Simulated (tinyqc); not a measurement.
# Worked calculation: band bending at a free surface with a continuum of surface states, surface photovoltage and Kelvin probe

Computed by the program tinyqc: `OMP_NUM_THREADS=1 python tinyqc.py 2430116 2430117 out.jsonl`, one thread of a shared Intel Xeon 2.30GHz, about 0.01 s for the whole run. Printed values are rounded.

n-type bulk, xi = Ec - EF = Vt ln(Nc/Nd), p0 = ni^2/Nd, ni = sqrt(Nc Nv) exp(-Eg/(2 Vt)), Eg in volts. b is the upward band bending, u = b/Vt. Space charge per area, in units of q: Qc = sign(b) sqrt((2 eps0 eps_r Vt/q) [(Nd + dn)(exp(-u) - 1) + Nd u + (p0 + dn)(exp(u) - 1)]), with dn the excess density under light (flat quasi-Fermi levels; 0 in the dark). The states hold -Ds (E0 - xi - b): negative while the Fermi level lies above the neutrality level. Neutrality: Qc + Qf + (charge of the states) = 0.

Inputs (values chosen for the exercise); band and dielectric values close to those of gallium nitride:
- T = 350 K (temperature)
- Eg = 3.33 eV (band gap)
- eps_r = 9.5 (relative permittivity)
- Nc = 2.9e18 cm^-3 (conduction-band density of states at T)
- Nv = 5.68e19 cm^-3 (valence-band density of states at T)
- chi = 4.08 eV (electron affinity)
- Nd = 1.1e16 cm^-3 (donor density)
- Qf = 1.2e10 cm^-2 (fixed positive charge at the surface)
- pt = 4.58 eV (work function of the probe tip)
- Ds = 1.4e13 cm^-2 eV^-1 (density of surface states)
- E0 = 0.52 eV (depth of their neutrality level below the conduction edge)
- dn = 1.3e14 cm^-3 (excess carrier density under light)

Constants: q = 1.602176634e-19 C, kB = 1.380649e-23 J/K, Vt = kB T/q, eps0 = 8.8541878128e-14 F/cm where lengths are in cm. Results are converted to the units shown.

## Bulk quantities

xi, ni, p0, the Debye length sqrt(eps0 eps_r Vt/(q Nd)) and the flat-band work function chi + xi.

xi = 0.1681328 eV
ni = 1.359654e-5 cm^-3
p0 = 1.680599e-26 cm^-3
Debye length = 37.94068 nm
chi + xi = 4.248133 eV

## Iteration 1: band bending in the dark

b at the start = 0.28 V

Fixed-point step: b(new) = E0 - xi - (Qc(b) + Qf)/Ds.

b after iteration 1 = 0.3388763 V

## Iteration 2: band bending in the dark

As before.

b after iteration 2 = 0.3375222 V

## Course of the iteration

Stop when b changes by less than 1e-10 V, or after 40 iterations.

Course of the iteration:

| iteration | b (V) | change (V) |
|---|---|---|
| 1 | 0.3388763 | 0.0589 |
| 2 | 0.3375222 | 1.35e-3 |
| 3 | 0.3375518 | 2.96e-5 |
| 4 | 0.3375512 | 6.48e-7 |
| 5 | 0.3375512 | 1.42e-8 |
| 6 | 0.3375512 | 3.11e-10 |
| 7 | 0.3375512 | 6.80e-12 |

Converged in 7 iterations. The step multiplies the error by -(dQc/db)/Ds = -0.022.

## Work function and Kelvin-probe reading

converged b = 0.3375512 V

Work function chi + xi + b; contact potential difference CPD = (work function of the sample) - pt. Depth of EF below Ec at the surface: xi + b. Depletion width Qc/Nd.

xi + b = 0.5056839 eV
Qc = 1.884247e11 cm^-2
Qc/Nd = 171.2952 nm
work function = 4.585684 eV
CPD = 5.683950 mV

The Fermi level lies 14.3 meV above the neutrality level.

## Surface photovoltage

Under chopped light the surface charge keeps its dark value, so b falls to bL with Qc(bL, dn) = Qc(b, 0); the photovoltage is b - bL. Qc rises with b, so bL follows by bisection.

bL = 0.1832209 V
photovoltage = 154.3302 mV
share of b removed = 45.72055 %
excess holes at the surface, dn exp(bL/Vt) = 5.652086e16 cm^-3
